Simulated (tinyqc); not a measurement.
Recursion (Haydock) method for the local density of states: impurity site of a cubic lattice, step by step. Values are carried at full precision from step to step, so a last printed digit may differ when a step is redone from the rounded ones.

One orbital a site at energy 0, hopping -t to the 6 nearest neighbours of a cubic lattice; the start u0 is a site in the bulk, with energy V. Recursion: a_n = <u_n|H|u_n>, b_(n+1) u_(n+1) = (H - a_n) u_n - b_n u_(n-1), b > 0. G(z) = 1/(z - a0 - b1^2/(z - a1 - b2^2/(...))), z = E + i eta. After n levels the tail is b_n^2 T with the square-root terminator T = (z - sqrt(z - 2b) sqrt(z + 2b))/(2 b^2), b = 3t so that the band edges lie at -/+ 6t.

Inputs chosen for the exercise: t = 0.73 eV (hopping); V = 1.4 eV (shift of the starting site); n = 5 (levels kept); E = -1.31 eV (energy); eta = 0.036 eV (broadening).

## The coefficients

Carry the recursion for n levels; the lattice is large enough that no wall is met.

Coefficients:
```
n  a_n (eV)  b_(n+1) (eV)  b_(n+1)^2/t^2
0    1.4000       1.78813         6.0000
1    0.0000       2.19000         9.0000
2    0.0000       2.24342         9.4444
3    0.0000       2.13524         8.5556
4    0.0000       2.22584         9.2970
```

b1^2/t^2 = 6 counts the neighbours of the start. Only a0 = V differs from zero: u_n lies on one sublattice and is orthogonal to the start. The b_n tend to a quarter of the band width, 2.190 eV.

## Moments from the coefficients

For a1 = a2 = 0: mu1 = a0, mu2 = a0^2 + b1^2, mu3 = a0^3 + 2 a0 b1^2, mu4 = a0^4 + 3 a0^2 b1^2 + b1^4 + b1^2 b2^2.

mu1 to mu4 (eV^n): 1.400  5.157  11.697  48.201

## The continued fraction at one energy

Start from the terminator and work up: G_i = 1/(z - a_i - S_i), S_i = b_(i+1)^2 G_(i+1), with T in place of G_n. The density is -Im G_0/pi.

Levels of the fraction:
```
i         S_i (eV)       G_i (1/eV)
4  -0.6708-2.1402i  -0.1243-0.4230i
3  -0.5665-1.9286i  -0.1685-0.4452i
2  -0.8480-2.2408i  -0.0856-0.4218i
1  -0.4105-2.0232i  -0.1781-0.4078i
0  -0.5696-1.3039i  -0.3357-0.2101i
```

local density of states = 0.0669 1/eV

A direct sum over the zone gives 0.0707 1/eV at the same z; 5 levels miss it by -5.4 %.

## Checks

- G from 7 levels against a direct sum over the zone at E = 8.4080 eV, above the band (1/eV): both 0.15157.

tinyqc: `OMP_NUM_THREADS=1 python tinyqc.py 1481019 1481020 out.jsonl`; about 0.08 s, one thread, shared Intel(R) Xeon(R) Processor @ 2.30GHz.
